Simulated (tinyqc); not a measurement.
Shortcuts against the integral: sheet resistance and Hall data of a diffused or implanted layer. Computed by tinyqc, a small Python program. Command: `OMP_NUM_THREADS=1 python tinyqc.py 3016771 3016772 out.jsonl layer walk`. One thread of a shared host (Intel(R) Xeon(R) Processor @ 2.30GHz), about 0.02 s of CPU time with the checks.

Carriers are taken equal to the net active doping down to the junction (full ionisation, which deep dopants in wide-gap hosts do not reach; no spill-over, no depletion), and the Hall factor is 1.

Inputs (values chosen for the exercise, modelled on phosphorus in silicon):
```
quantity                                 value        unit
mu_min                                    69.4  cm^2/(V s)
mu_max                                    1430  cm^2/(V s)
N_ref                                  9.5e+16      1/cm^3
exponent alpha                            0.72           -
peak concentration N_0                 8.6e+20      1/cm^3
length scale l                             9.1          nm
background doping N_B (opposite type)  1.7e+17      1/cm^3
projected range R_p                         25          nm
solubility limit N_s                   3.2e+20      1/cm^3
```

Profile: buried Gaussian (implant). Activation: limited by solubility.

Constants: e = 1.602176634e-19 C.

Method:
- N(x) = N_0 exp(-(x - R_p)^2/(2 l^2)) for x > 0, dose N_0 l sqrt(pi/2) erfc(-R_p/(l sqrt 2)), junction x_j = R_p + l sqrt(2 ln(N_0/N_B)); the layer starts at x_0 = max(0, 2 R_p - x_j).
- Mobility mu = mu_min + (mu_max - mu_min)/(1 + (N_t/N_ref)^alpha), N_t = active doping + N_B; carriers n = active doping - N_B, active doping min(N, N_s).
- Integrals from x_0 (0 unless stated) to x_j by the midpoint rule on 400 even intervals: 1/R_s = e int n mu dx; sheet density n_s = int n dx; Hall sheet density (int n mu dx)^2/int n mu^2 dx; Hall mobility int n mu^2 dx/int n mu dx.
- Mean conductivity 1/(R_s x_j); mean mobility 1/(e n_s R_s).
- Shortcuts: R_s = 1/(e Q mu) with the dose Q and the mobility at the (active) peak concentration; 1/(e n_s mu) with mu at N_t = n_s/x_j + N_B; 1/(e Q mu_max).

sheet resistance R_s = 74.4670 ohm

dose = 1.95579e+15 1/cm^2

sheet density n_s = 1.12519e+15 1/cm^2

junction depth x_j = 62.5840 nm

Sheet resistances:
```
method                                   R_s (ohm)  deviation (%)
integral                                    74.467          0.000
dose, mobility at the peak                  43.529        -41.545
n_s, mobility at the mean concentration     73.650         -1.097
dose, mu_max                                 2.232        -97.003
```

What does the comparison show, and why?

The closest shortcut is «n_s, mobility at the mean concentration» (-1.1 %). Counting inactive dopants as carriers underestimates R_s.

Extremes, crossings and ranges named in words are read from the listed rows.
